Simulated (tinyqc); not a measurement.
Thin (001) film in sp3s* tight binding with raised dangling bonds: one step. Levels of the small film. Four cases, with inputs chosen for the exercise.

Task: Diagonalise both blocks.

Give: levels of the s, pz, s* block; levels of the u, v block.

Case 1.

s, pz, s* block (eV), lower triangle:
```
,sa1,za1,*a1,sc2,zc2,*c2,sa3,za3,*a3,sc4,zc4,*c4,sa5,za5,*a5
sa1,-5.93577
za1,-2.50000,4.61123
*a1,0,0,9.70623
sc2,-6.18950,-4.60450,0,-4.85477
zc2,4.76900,1.51650,4.39050,0,4.35723
*c2,0,-2.17750,0,0,0,9.29423
sa3,0,0,0,-6.18950,-4.76900,0,-8.43577
za3,0,0,0,4.60450,1.51650,2.17750,0,2.11123
*a3,0,0,0,0,-4.39050,0,0,0,9.70623
sc4,0,0,0,0,0,0,-6.18950,-4.60450,0,-4.85477
zc4,0,0,0,0,0,0,4.76900,1.51650,4.39050,0,4.35723
*c4,0,0,0,0,0,0,0,-2.17750,0,0,0,9.29423
sa5,0,0,0,0,0,0,0,0,0,-6.18950,-4.76900,0,-5.93577
za5,0,0,0,0,0,0,0,0,0,4.60450,1.51650,2.17750,2.50000,4.61123
*a5,0,0,0,0,0,0,0,0,0,0,-4.39050,0,0,0,9.70623
```

u, v block (eV), lower triangle:
```
,ua1,va1,uc2,vc2,ua3,va3,uc4,vc4,ua5,va5
ua1,2.11123
va1,0,7.11123
uc2,4.44350,0,4.35723
vc2,0,-1.41050,0,4.35723
ua3,0,0,-1.41050,0,2.11123
va3,0,0,0,4.44350,0,2.11123
uc4,0,0,0,0,4.44350,0,4.35723
vc4,0,0,0,0,0,-1.41050,0,4.35723
ua5,0,0,0,0,0,0,-1.41050,0,7.11123
va5,0,0,0,0,0,0,0,4.44350,0,2.11123
```

Result:

levels of the s, pz, s* block (eV): -18.130  -14.799  -11.854  -5.246  2.128  3.213  3.654  4.882  6.049  6.680  9.706  10.482  12.070  12.678  16.224

levels of the u, v block (eV): -2.127  -2.127  -0.774  -0.774  6.227  6.227  7.784  7.784  8.939  8.939

1 level lies between 0 and the bulk edge 2.338 eV: 2.128 eV.

Case 2.

s, pz, s* block (eV), lower triangle:
```
,sa1,za1,*a1,sc2,zc2,*c2,sa3,za3,*a3,sc4,zc4,*c4
sa1,5.81000
za1,-10.00000,11.71200
*a1,0,0,6.64000
sc2,-4.12950,-2.84200,0,-4.19000
zc2,2.84200,0.85600,2.70000,0,1.71200
*c2,0,-2.70000,0,0,0,6.64000
sa3,0,0,0,-4.12950,-2.84200,0,-4.19000
za3,0,0,0,2.84200,0.85600,2.70000,0,1.71200
*a3,0,0,0,0,-2.70000,0,0,0,6.64000
sc4,0,0,0,0,0,0,-4.12950,-2.84200,0,5.81000
zc4,0,0,0,0,0,0,2.84200,0.85600,2.70000,10.00000,11.71200
*c4,0,0,0,0,0,0,0,-2.70000,0,0,0,6.64000
```

u, v block (eV), lower triangle:
```
,ua1,va1,uc2,vc2,ua3,va3,uc4,vc4
ua1,1.71200
va1,0,21.71200
uc2,3.12600,0,1.71200
vc2,0,-1.41400,0,1.71200
ua3,0,0,-1.41400,0,1.71200
va3,0,0,0,3.12600,0,1.71200
uc4,0,0,0,0,3.12600,0,1.71200
vc4,0,0,0,0,0,-1.41400,0,21.71200
```

Result:

levels of the s, pz, s* block (eV): -11.201  -7.900  -3.298  2.040  2.219  3.833  6.649  6.750  8.907  9.399  19.571  19.680

levels of the u, v block (eV): -2.200  -1.500  -0.786  4.210  4.720  5.624  21.798  21.830

No level lies between 0 and the bulk edge 1.115 eV; confinement has widened the gap at zero in-plane momentum to 2.826 eV.

Case 3.

s, pz, s* block (eV), lower triangle:
```
,sa1,za1,*a1,sc2,zc2,*c2,sa3,za3,*a3,sc4,zc4,*c4
sa1,10.78000
za1,-15.00000,16.70900
*a1,0,0,6.64900
sc2,-4.15800,-2.86400,0,-4.22000
zc2,2.86400,0.85450,2.68550,0,1.70900
*c2,0,-2.68550,0,0,0,6.64900
sa3,0,0,0,-4.15800,-2.86400,0,-4.22000
za3,0,0,0,2.86400,0.85450,2.68550,0,1.70900
*a3,0,0,0,0,-2.68550,0,0,0,6.64900
sc4,0,0,0,0,0,0,-4.15800,-2.86400,0,10.78000
zc4,0,0,0,0,0,0,2.86400,0.85450,2.68550,15.00000,16.70900
*c4,0,0,0,0,0,0,0,-2.68550,0,0,0,6.64900
```

u, v block (eV), lower triangle:
```
,ua1,va1,uc2,vc2,ua3,va3,uc4,vc4
ua1,1.70900
va1,0,31.70900
uc2,3.14850,0,1.70900
vc2,0,-1.43950,0,1.70900
ua3,0,0,-1.43950,0,1.70900
va3,0,0,0,3.14850,0,1.70900
uc4,0,0,0,0,3.14850,0,1.70900
vc4,0,0,0,0,0,-1.43950,0,31.70900
```

Result:

levels of the s, pz, s* block (eV): -11.254  -7.873  -3.201  2.074  2.254  3.866  6.733  6.883  9.036  9.470  29.262  29.303

levels of the u, v block (eV): -2.240  -1.502  -0.801  4.219  4.781  5.658  31.771  31.786

No level lies between 0 and the bulk edge 1.152 eV; confinement has widened the gap at zero in-plane momentum to 2.875 eV.

Case 4.

s, pz, s* block (eV), lower triangle:
```
,sa1,za1,*a1,sc2,zc2,*c2,sa3,za3,*a3,sc4,zc4,*c4
sa1,5.81800
za1,-10.00000,11.72700
*a1,0,0,6.65900
sc2,-4.12900,-2.86050,0,-4.18200
zc2,2.86050,0.86350,2.69150,0,1.72700
*c2,0,-2.69150,0,0,0,6.65900
sa3,0,0,0,-4.12900,-2.86050,0,-4.18200
za3,0,0,0,2.86050,0.86350,2.69150,0,1.72700
*a3,0,0,0,0,-2.69150,0,0,0,6.65900
sc4,0,0,0,0,0,0,-4.12900,-2.86050,0,5.81800
zc4,0,0,0,0,0,0,2.86050,0.86350,2.69150,10.00000,11.72700
*c4,0,0,0,0,0,0,0,-2.69150,0,0,0,6.65900
```

u, v block (eV), lower triangle:
```
,ua1,va1,uc2,vc2,ua3,va3,uc4,vc4
ua1,1.72700
va1,0,21.72700
uc2,3.14700,0,1.72700
vc2,0,-1.42000,0,1.72700
ua3,0,0,-1.42000,0,1.72700
va3,0,0,0,3.14700,0,1.72700
uc4,0,0,0,0,3.14700,0,1.72700
vc4,0,0,0,0,0,-1.42000,0,21.72700
```

Result:

levels of the s, pz, s* block (eV): -11.202  -7.914  -3.306  2.082  2.262  3.856  6.667  6.768  8.918  9.413  19.581  19.691

levels of the u, v block (eV): -2.209  -1.507  -0.789  4.243  4.755  5.663  21.814  21.846

No level lies between 0 and the bulk edge 1.165 eV; confinement has widened the gap at zero in-plane momentum to 2.871 eV.

Computed by tinyqc, one run a case: `OMP_NUM_THREADS=1 python tinyqc.py N N+1 out.jsonl` with N = 1450925, 1450949, 1451052, 1451060; one thread of a shared Intel(R) Xeon(R) Processor @ 2.30GHz, about 0.4 s a run at most.
